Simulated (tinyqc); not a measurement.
Hexagonal on-chip spiral inductor, lumped pi model: one step of the calculation.

Outer diameter do = di + 2 n wd + 2 (n - 1) sp, mean da = (do + di)/2, fill p = (do - di)/(do + di), length l = 3.464 n da. L = 2.33 mu0 n^2 da/(1 + 3.82 p), mu0 = 4 pi 1e-7 H/m. Rs = rho l/(wd delta (1 - exp(-th/delta))), delta = sqrt(rho/(pi f mu0)). Cs = n wd^2 eps0 eo/hu across the coil. At each end Cox = l wd eps0 eo/(2 ho) leads to the substrate branch Rsi = 2 rs he/(l wd) in parallel with Csi = l wd eps0 11.7/(2 he). With one end grounded Y = 1/(Rs + i w L) + i w Cs + 1/[1/(i w Cox) + 1/(1/Rsi + i w Csi)], w = 2 pi f; Q = -Im Y/Re Y. Eddy currents in neighbouring turns and in the substrate are left out.

Task. Geometry and model elements. do, l, L, delta, Rs, Cs, Cox, Rsi and Csi as defined.

Inputs (values chosen for the exercise); values of the order met in silicon radio-frequency processes:

| symbol | value | unit | meaning |
|---|---|---|---|
| n | 4.5 |  | number of turns |
| wd | 4 | um | line width |
| sp | 2 | um | space between turns |
| di | 140 | um | inner diameter |
| th | 3 | um | metal thickness |
| rho | 2.2 | uohm cm | metal resistivity |
| ho | 8.3 | um | oxide below the coil |
| hu | 1.1 | um | oxide between coil and underpass |
| eo | 3.9 |  | relative permittivity of the oxide |
| rs | 10 | ohm cm | substrate resistivity |
| he | 30 | um | effective spreading depth in the substrate |
| f | 8 | GHz | frequency |

Constants: eps0 = 8.8541878128e-12 F/m. Results are converted to the units shown.

Wanted: do; l; L; delta; Rs; Cs; Cox; Rsi; Csi.

Result.

do = 190.00 um
l = 2572.0 um
L = 6.1966 nH
delta = 0.83462 um
Rs = 17.428 ohm
Cs = 2.2602 fF
Cox = 21.401 fF
Rsi = 583.20 ohm
Csi = 17.763 fF

tinyqc, about 0.01 s, one thread, Intel Xeon 2.30GHz (shared host): `OMP_NUM_THREADS=1 python tinyqc.py 2302156 2302157 out.jsonl`
